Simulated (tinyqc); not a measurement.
## Voltage drop against the resistance of a horizontal segment

A grid of 17 by 17 nodes with segments Rx (rows) and Ry (columns); every node draws I1 and the central node kh I1; pads with resistance Rp sit at the nodes whose row and column are multiples of the pitch, counting from 0. The drops u = Vdd - V follow from G u = i, with G the conductance matrix and i the load currents, solved directly. Here the pitch is 8.

Values chosen for this exercise:

| symbol | value | unit | meaning |
|---|---|---|---|
| Vdd | 0.9 | V | supply voltage |
| Ry | 0.21 | ohm | resistance of a vertical segment |
| Rp | 0.37 | ohm | resistance from a pad node to the supply |
| kh | 8 |  | factor on the load at the hot node |
| I1 | 0.28 | mA | load current of a node in the large grid |

Result of one run:
```
pads	worst drop (mV)	mean drop (mV)	largest drop at a pad (mV)	largest pad current (mA)	worst drop over Vdd (%)
9	4.559	4.290	4.070	11.00	0.5066
```

Which resistance of a horizontal segment Rx gave this result: 0.095, 0.19, 0.38, 0.76 or 1.5 ohm?

Rx = 0.095 ohm.

The whole series:
```
Rx (ohm)	pads	worst drop (mV)	mean drop (mV)	largest drop at a pad (mV)	largest pad current (mA)	worst drop over Vdd (%)
0.024	9	4.178	3.948	3.881	10.49	0.4642
0.048	9	4.324	4.082	3.959	10.70	0.4804
0.095	9	4.559	4.290	4.070	11.00	0.5066
0.19	9	4.942	4.614	4.235	11.45	0.5491
0.38	9	5.589	5.111	4.477	12.10	0.6210
0.76	9	6.687	5.894	4.803	12.98	0.7430
1.5	9	8.546	7.167	5.177	13.99	0.9496
```

The worst drop rises from 4.18 to 8.55 mV and the mean drop rises from 3.95 to 7.17 mV. The worst drop goes as Rx^(0.05) between the first two rows and Rx^(0.36) between the last two. The central node is itself a pad.

tinyqc, about 0.1 s, one thread, Intel Xeon 2.30GHz (shared host): `OMP_NUM_THREADS=1 python tinyqc.py 2770116 2770117 out.jsonl`
